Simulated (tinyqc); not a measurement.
Inside a calculation: electrons shared among three sets of ellipsoidal valleys. Values are carried at full precision from step to step, so a last printed digit may differ when a step is redone from the rounded ones.

Constants: hbar^2/2m0 = 3.80998211 eV angstrom^2; kB = 8.617333262e-05 eV/K.

Values chosen for the exercise (masses and offsets near those of GaAs; mobilities are free inputs, held fixed; the results hold for these values, not for the real material): ml = (0.068, 1.857, 1.299) m0 (longitudinal masses of Gamma, L, X); mt = (0.068, 0.0738, 0.2254) m0 (transverse masses); M = (1, 4, 3) (valleys in each set); T = 300 K; dE = (0, 0.301, 0.466) eV (edges of Gamma, L, X above the first); n = 9.1e+16 1/cm^3 (total electron density); mu = (7000, 860, 250) cm^2/(V s) (mobility of each set).

## Masses of each set

One valley: m_d = (ml mt^2)^(1/3). Whole set: m_de = M^(2/3) m_d. Mean over three axes: 1/m_c = (1/ml + 2/mt)/3. Anisotropy K = ml/mt.

m_d, m_de, m_c (m0) and K of each set:
```
set       m_d    m_de     m_c      K
Gamma  0.0680  0.0680  0.0680   1.00
L      0.2163  0.5449  0.1085  25.16
X      0.4041  0.8406  0.3111   5.76
```

m_de/m_c is 1.00 for Gamma, 5.02 for L, 2.70 for X: many anisotropic valleys give many states at a light conductivity mass. m_c is the mean over three axes; a set that holds only some of the equivalent valleys conducts with a mass that depends on direction.

## Effective densities of states

N_i = M_i times N = 2 (m kB T/(4 pi c))^(3/2) with c = hbar^2/2m0, in 1/angstrom^3; times 1e24 for 1/cm^3, with m = (ml mt^2)^(1/3).

kT = 0.025852 eV

N_i (1/cm^3): Gamma 4.4497e+17, L 1.0095e+19, X 1.9340e+19

## Fermi level and populations

F_j(eta) = (1/Gamma(j + 1)) integral_0^infinity x^j dx/(1 + exp(x - eta)), which tends to exp(eta) for eta << 0.

Solve n = sum_i N_i F_1/2((EF - dE_i)/kT), energies from the edge of the first set.

EF = -0.0392 eV

eta_i: Gamma -1.52, L -13.16, X -19.54

n_i (1/cm^3): Gamma 9.10e+16, L 1.95e+13, X 6.31e+10

shares: Gamma 0.9998, L 0.0002, X 0.0000

Gamma holds most electrons (100.0 %). Boltzmann weights N_i exp(-dE_i/kT) would give L a share of 0.0002.

## Drift and Hall mobility of the mixture

With f_i the shares, mu_drift = sum f_i mu_i; low-field Hall mobility mu_H = sum f_i mu_i^2/mu_drift (scattering and anisotropy factors set to 1); the Hall density is n mu_drift/mu_H; rho = 1/(e n mu_drift), e = 1.602176634e-19 C.

mu_drift = 6999 cm^2/(V s)
mu_H = 7000 cm^2/(V s)
Hall density = 9.10e+16 1/cm^3
rho = 0.00980 ohm cm

A Hall measurement would read 100.0 % of the true density.

## Checks

- Share of L at n = 1e10 1/cm^3 against the Boltzmann weight: both 0.0001991.

Computed by tinyqc, a small Python program: `OMP_NUM_THREADS=1 python tinyqc.py 1652105 1652106 out.jsonl` (the numbers bound the seed that draws the inputs); one thread of a shared host (Intel(R) Xeon(R) Processor @ 2.30GHz), about 0.01 s for the whole set of steps.
